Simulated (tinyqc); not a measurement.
Stretching all distances: RHF, UHF, MP2, CISD and CCSD against full CI in the sto-6g basis, for BeH2, spin multiplicity 1. Computed by the program tinyqc with PySCF. All coordinates are multiplied by the scale. c0^2 is the weight of the RHF determinant in the lowest singlet FCI state (UHF is spin-contaminated and may lie near states of higher spin) and n(LUMO) the first natural occupation beyond the occupied space.

Geometry (angstrom):
```
atom       x        y       z
Be    0.0000   0.0000  0.0000
H     0.0000   1.2930  0.0270
H     0.0000  -1.2400  0.0260
```

Full CI energy (hartree) and errors against it (kcal/mol):
```
scale   distance 1-2 (angstrom)      E(FCI)       RHF      UHF      MP2     CISD    CCSD  <S^2> UHF    c0^2  n(LUMO)
0.9200                   1.1898  -15.740459   18.3685  18.3685   5.7355   0.3268  0.1847     0.0000  0.9792   0.0194
1.1800                   1.5261  -15.739844   27.5108  27.5108   9.9786   0.7660  0.3584     0.0000  0.9601   0.0445
1.4500                   1.8753  -15.653552   45.3170  45.3170  18.9947   2.4207  1.0158     0.0000  0.9083   0.1137
1.7100                   2.2115  -15.567818   73.7285  45.7000  34.4578   7.1994  3.0140     0.9964  0.7931   0.2791
1.9800                   2.5607  -15.513280  119.0801  31.3763  60.3948  16.1771  5.0554     1.2849  0.5438   0.6414
```

What does the comparison show, and why?

UHF parts from RHF first at scale 1.71 of those listed, where <S^2> leaves zero. The weight c0^2 goes from 0.98 to 0.54 and n(LUMO) from 0.02 to 0.64: static correlation grows as the bonds break into open-shell fragments. The spread of the error along the curve, which distorts its shape, is CCSD 4.9, CISD 15.9, UHF 27.3, MP2 54.7, RHF 100.7 kcal/mol. The table stops here: at scale 2.24 and beyond, the reference weight falls under 0.45 or RHF, UHF or CCSD hop between solutions, so those rows were left out and the spreads given cover only the rows shown. As computed, partly on other solutions, the errors there reach in size RHF 239, UHF 31, MP2 85, CISD 23, CCSD 2 kcal/mol.
